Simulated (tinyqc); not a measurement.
Comparisons within one model: Penn model of the dielectric constant and Phillips ionicity. A value that a table varies takes the place of the one given here.

n = 32/a^3; Ep^2 = 8 pi c e2 n with c = hbar^2/2m0, e2 = e^2/(4 pi eps0); EF = c (3 pi^2 n)^(2/3); eps = 1 + (Ep/Eg)^2 S with S = 1 - Eg/(4 EF) + (Eg/(4 EF))^2/3, Eg the Penn gap. Core d shells are left out.

Phillips: bond length d = sqrt(3) a/4; homopolar gap Eh = 39.74 d^(-2.48) eV (d in angstrom); Eg^2 = Eh^2 + C^2; ionicity fi = C^2/Eg^2.

Constants: hbar^2/2m0 = 3.80998211 eV angstrom^2; e^2/(4 pi eps0) = 14.39964547 eV angstrom.

Values chosen for the exercise (out of a larger set: near those of BN; not measured data):
- a = 3.627 angstrom (cubic lattice constant, 32 valence electrons a cell)
- C0 = 6.96 eV (ionic gap, held fixed)
- ei = 4.61 (high-frequency dielectric constant)

## Dielectric constant under pressure

The lattice constant is scaled by the factor listed; C = C0.

Results:

| factor | Eh (eV) | Eg (eV) | Ep (eV) | eps | fi |
|---|---|---|---|---|---|
| 0.94 | 15.124 | 16.649 | 33.367 | 4.511 | 0.175 |
| 0.96 | 14.355 | 15.953 | 32.330 | 4.590 | 0.190 |
| 0.98 | 13.639 | 15.312 | 31.345 | 4.663 | 0.207 |
| 0.99 | 13.300 | 15.011 | 30.872 | 4.697 | 0.215 |
| 1.00 | 12.973 | 14.722 | 30.410 | 4.729 | 0.224 |
| 1.01 | 12.656 | 14.444 | 29.959 | 4.760 | 0.232 |
| 1.02 | 12.351 | 14.177 | 29.520 | 4.789 | 0.241 |
| 1.04 | 11.770 | 13.674 | 28.672 | 4.840 | 0.259 |

d ln eps/d ln a = +0.66 around factor 1: eps falls under compression. Ep^2 goes as a^-3 and Eh^2 as a^-4.96; with C fixed Eg^2 goes as a^-3.85 at fi = 0.224, and leaving S aside the two powers balance at fi = 0.395. The slope is a difference of two powers and the model omits d shells and any change of C, so it is no prediction for a real crystal; eps from C0 (row 1.00) need not match a measured ei.

## What moves the Penn gap and the ionicity

Eg from ei; fi = 1 - (Eh/Eg)^2, printed even where negative. Each row changes one parameter from the base and keeps the others.

Results:

| case | Ep (eV) | Eg (eV) | Eh (eV) | fi |
|---|---|---|---|---|
| base | 30.410 | 14.947 | 12.973 | 0.247 |
| a = 3.7 angstrom | 29.514 | 14.498 | 12.347 | 0.275 |
| ei = 4.15 | 30.410 | 15.928 | 12.973 | 0.337 |

The largest shifts from the base row, up to three for each result and ties (the steps differ in size, so this ranks the rows, not the parameters). Ep (eV): a -0.896; unchanged at the printed digits by ei. Eg (eV): ei +0.981, a -0.450. Eh (eV): a -0.626; unchanged at the printed digits by ei. fi: ei +0.090, a +0.028. With the tabulated Phillips C of about 7.7 eV, fi would be 0.26; this model leaves out the d-shell factor.

tinyqc: `OMP_NUM_THREADS=1 python tinyqc.py 1681464 1681465 out.jsonl`; about 0.01 s, one thread, shared Intel(R) Xeon(R) Processor @ 2.30GHz.
